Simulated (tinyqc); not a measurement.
# Rectangular fin or nanosheet with a gate all round, subbands and threshold shift from confinement: what changes with what

Undoped body with a flat potential across it, hard walls, transport along x. One isotropic valley (g = 1, mx = my = mz = me). Non-parabolicity enters the subband edges through E (1 + al E) = gamma, so E = 2 gamma/(1 + sqrt(1 + 4 al gamma)); motion within a subband is taken as parabolic with the band-edge mass. Energies are counted from the bulk band edge.

Inputs (values chosen for the exercise); masses close to those of In0.53Ga0.47As:
```
symbol   value     unit                                                meaning
T          300        K                                            temperature
me      0.0418       m0                                  mass at the band edge
al         1.3     1/eV                                       non-parabolicity
t          8.8       nm                                        width (along y)
dl         0.2       nm  widening of the box by penetration into the insulator
Cg           4  uF/cm^2                 gate capacitance per area of interface
H         17.6       nm                                       height (along z)
```

Constants: q = 1.602176634e-19 C, kB = 1.380649e-23 J/K, hbar = 1.054571817e-34 J s, m0 = 9.1093837015e-31 kg, Vt = kB T/q, hbar^2/(2 m0) = 0.0380998212 eV nm^2. Results are converted to the units shown.

Each table varies one quantity; the others keep the values above.

## Confinement against the width

gamma = C pi^2 [a^2/(my (t + dl)^2) + b^2/(mz (H + dl)^2)], C = hbar^2/(2 m0). Each subband has N_k = g sqrt(2 mx m0 kB T/(pi hbar^2)); without degeneracy n = exp(EF/Vt) sum N_k exp(-E_k/Vt). Classical value Nc times t H, Nc = sum over valleys of 2 g (m m0 kB T/(2 pi hbar^2))^1.5 with m = (mx my mz)^(1/3). Threshold shift dVT = Vt ln(classical value/sum N_k exp(-E_k/Vt)). With degeneracy n = sum N_k F((EF - E_k)/Vt), F(x) = (1/sqrt(pi)) int_0^infinity u^(-1/2) du/(1 + exp(u - x)); gate: Vg = EF + q n/(Cg P), P = 2 (t + H), summed over the 60 lowest subbands at most, with Vg counted from the value that would put EF at the bulk band edge of an empty body. The last two columns are for Vg = 0.8 V; sensitivity d(dVT)/dt by central differences between 0.99 and 1.01 times the value.

Confinement against the width:

| t (nm) | E_1 (meV) | gap to the next edge (meV) | dVT (mV) | sensitivity (mV/nm) | n/P (cm^-2) | share of the lowest subband (%) |
|---|---|---|---|---|---|---|
| 3 | 534.9 | 34.96 | 473.3 | -218.8 | 2.016e12 | 34.16 |
| 3.8 | 391.4 | 41.12 | 337.4 | -131.1 | 2.924e12 | 28.67 |
| 4.8 | 283.6 | 47.35 | 236.7 | -76.61 | 3.485e12 | 26.17 |
| 6.1 | 202.0 | 53.42 | 162.1 | -42.46 | 4.315e12 | 21.23 |
| 7.7 | 145.1 | 58.60 | 111.9 | -22.88 | 5.071e12 | 17.44 |
| 9.8 | 104.2 | 62.96 | 77.58 | -11.41 | 5.767e12 | 14.37 |
| 12 | 80.42 | 65.79 | 59.10 | -6.076 | 6.302e12 | 12.20 |
| 16 | 58.26 | 68.65 | 43.63 | -2.398 | 7.020e12 | 9.581 |
| 20 | 47.51 | 55.33 | 36.80 | -1.213 | 7.502e12 | 7.935 |

What does the comparison show?

As t grows from 3 to 20 nm, E_1 falls from 535 to 47.5 meV and dVT falls from 473 to 36.8 mV. E_1 goes as t^(-1.32) at the thin end; a thickness error of 0.2 nm moves the threshold by 44 mV in the first row and 0.24 mV in the last. The charge per interface area rises from 2.02e12 to 7.50e12 cm^-2. For t = 6.1, 7.7, 9.8, 12, 16, 20 the charge in the last two columns would bend the potential across the body noticeably, which is left out.

## Charge and subband filling against gate voltage

Same model as above.

Each subband has N_k = g sqrt(2 mx m0 kB T/(pi hbar^2)). Cq = q dn/dEF.

Charge and subband filling against gate voltage:

| Vg (V) | EF - E_1 (eV) | n (cm^-1) | n/P (cm^-2) | share of the lowest subband (%) | Cq/(Cg P) | total C/(Cg P) |
|---|---|---|---|---|---|---|
| -0.03 | -0.1506 | 3073 | 5.821e8 | 91.12 | 9.001e-4 | 8.993e-4 |
| 0.1 | -0.02314 | 3.405e5 | 6.450e10 | 89.19 | 0.08091 | 0.07485 |
| 0.22 | 0.07902 | 2.692e6 | 5.098e11 | 66.14 | 0.2397 | 0.1934 |
| 0.34 | 0.1731 | 6.111e6 | 1.157e12 | 44.92 | 0.3399 | 0.2537 |
| 0.47 | 0.2629 | 1.141e7 | 2.160e12 | 29.85 | 0.5602 | 0.3591 |
| 0.59 | 0.3384 | 1.727e7 | 3.271e12 | 22.41 | 0.6087 | 0.3784 |
| 0.72 | 0.4170 | 2.405e7 | 4.556e12 | 17.87 | 0.7129 | 0.4162 |
| 0.84 | 0.4840 | 3.103e7 | 5.877e12 | 14.93 | 0.8994 | 0.4735 |
| 0.97 | 0.5492 | 3.958e7 | 7.497e12 | 12.47 | 1.040 | 0.5097 |

EF passes E_1 = 0.121 eV at Vg = 0.126 V. The share of the lowest subband falls from 91.1 to 12.5 % and the total capacitance rises from 8.99e-4 to 0.510 of Cg P. In the last row 50 % of an added gate voltage goes into raising EF (from the last two rows). For Vg = 0.34, 0.47, 0.59, 0.72, 0.84, 0.97 the charge would bend the potential across the body noticeably, which is left out.

Range of the model: Non-parabolicity also makes carriers heavier within each subband, which is left out, so densities of states are understated at high energy.

tinyqc, about 0.09 s, one thread, Intel Xeon 2.30GHz (shared host): `OMP_NUM_THREADS=1 python tinyqc.py 2350060 2350061 out.jsonl`
